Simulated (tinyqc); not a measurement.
# Worked calculation: stacked nanosheet transistor, parasitic resistance, capacitance and delay

Numbers from tinyqc (`OMP_NUM_THREADS=1 python tinyqc.py 2170004 2170005 out.jsonl`; about 0.05 s on one thread of a shared Intel Xeon 2.30GHz). Printed values are rounded.

Ns sheets share one contact on top; each has perimeter p = 2 (Ws + ts) and cross-section A = Ws ts; contact width Wc = Ws + 10 nm, stack height Hs = Ns pv. Sheet 1 is the top one. Contact length Lc = CPP - Lg - 2 Lsp, shared by two neighbouring gates. Source and drain sides are equal. The formulas are first-order estimates, not field solutions.

Inputs (values chosen for the exercise); values close to those of silicon logic devices:
```
symbol    value        unit                                   meaning
T           300           K                               temperature
Ns            2                                      number of sheets
Ws           12          nm                               sheet width
ts            5          nm                           sheet thickness
pv           12          nm              vertical pitch of the sheets
rv           78         ohm  vertical resistance between sheet levels
CPP          60          nm                      contacted gate pitch
Lg           12          nm                               gate length
Lsp           6          nm                             spacer length
ks          5.5                   relative permittivity of the spacer
Hc           30          nm       gate height above the channel stack
rc       1.6e-9    ohm cm^2                       contact resistivity
re      0.00034      ohm cm   resistivity of the source-drain epitaxy
te           25          nm     current-carrying depth of the epitaxy
rx       0.0013      ohm cm              resistivity of the extension
Lov         1.5          nm                              gate overlap
Cinv        2.9     uF/cm^2                     inversion capacitance
vx        9.1e6        cm/s                        injection velocity
mu          240  cm^2/(V s)                         apparent mobility
VT          0.3           V           threshold at zero drain voltage
dl         0.03         V/V                          barrier lowering
n          1.29                                   subthreshold factor
Cw          0.4          fF                                 wire load
Vdd         0.8           V                            supply voltage
```

Constants: q = 1.602176634e-19 C, kB = 1.380649e-23 J/K, eps0 = 8.8541878128e-12 F/m, Vt = kB T/q. Results are converted to the units shown.

## Geometry and resistances

Epitaxy sheet resistance Rsh = re/te, transfer length LT = sqrt(rc/Rsh), contact Rc = [sqrt(rc Rsh)/Wc] coth(Lc/(2 LT)); extension of one sheet Rx = rx Lsp/A. Effective width N p; for equal currents and rv = 0 one side has Rc + Rx/N.

Lc = 36 nm
effective width = 68 nm
Rsh = 136 ohm
LT = 34.2997 nm
Rc = 440.468 ohm
Rx = 1300 ohm
one side times effective width = 74.1518 ohm um

Lc/2 is 0.52 transfer lengths, and Rc is 9.0 % above the area limit rc/(Wc Lc/2). The contact makes up 40.4 % of one side.

## Capacitances

With N sheets: gate Cg = Cinv p N Lg; per side, plate Cp = ks eps0 [Wc (Hs + Hc) - N A]/Lsp, top fringe Cf = (2/pi) ks eps0 Wc ln(1 + Lg/(2 Lsp)), overlap Co = Cinv p N Lov. Cs = Cp + Cf + Co. An inverter of two such devices driving an equal one has the load CL = 2 (Cg + 2 Cs) + 4 Cs + Cw (its own drains counted twice for the Miller effect).

Cg = 23.6640 aF
Cp = 8.66825 aF
Cf = 0.472759 aF
Co = 2.958 aF
CL = 544.120 aF

The channel capacitance gives 8.70 % of CL, the parasitic parts 17.8 % and the wire 73.5 %.

## Iteration 1: sheet currents at Vgs = Vdd, Vds = Vdd/2

I at the start (uA): sheet 1 0, sheet 2 0

One sheet: I = p Q vx u/(1 + |u|^1.8)^(1/1.8), Q = Cinv n Vt ln(1 + exp((Vg' - VT + dl Vd')/(n Vt))), u = Vd' mu/(vx Lg), Vg' = Vgs - v, Vd' = Vds - 2 v, with the drop on each side v_j = Rc sum I + rv (sum over levels k = 2..j of the current of sheets k..Ns) + Rx I_j. I(new) = I(out).

drop v (mV): sheet 1 0, sheet 2 0
I(out) (uA): sheet 1 45.4374, sheet 2 45.4374
I after iteration 1 (uA): sheet 1 45.4374, sheet 2 45.4374

## Iteration 2: sheet currents at Vgs = Vdd, Vds = Vdd/2

As before.

drop v (mV): sheet 1 99.0961, sheet 2 102.640
I(out) (uA): sheet 1 35.1956, sheet 2 34.7884
I after iteration 2 (uA): sheet 1 35.1956, sheet 2 34.7884

## Course of the iteration: sheet currents at Vgs = Vdd, Vds = Vdd/2

Stop when the largest change of I is below 1e-6 uA, or after 80 iterations.

Course of the iteration:
```
iteration  total I (uA)  largest |change| of one entry (uA)
1               90.8749                                45.4
2               69.9840                                10.6
3               75.1054                                2.65
4               73.8818                               0.637
5               74.1757                               0.154
6               74.1052                              0.0370
7               74.1221                             8.88e-3
8               74.1181                             2.13e-3
9               74.1190                             5.13e-4
10              74.1188                             1.23e-4
11              74.1189                             2.95e-5
12              74.1189                             7.09e-6
13              74.1189                             1.70e-6
14              74.1189                             4.09e-7
```

Converged in 14 iterations. At the end each change is about 0.24 times the one before: linear convergence. The bottom sheet carries 99.3 % of the current of the top one.

## Effective current, delay and energy

IH = I(Vdd, Vdd/2) = 74.1189 uA
IL = I(Vdd/2, Vdd), solved likewise = 18.5450 uA

Ieff = (IH + IL)/2, delay CL Vdd/(2 Ieff), energy CL Vdd^2, with CL the load of an inverter that drives an equal one.

Ieff = 46.3319 uA
delay = 4.69758 ps
energy = 348.237 aJ

Without any series resistance Ieff would be 56.6 uA, so the resistances cost 18.1 %.
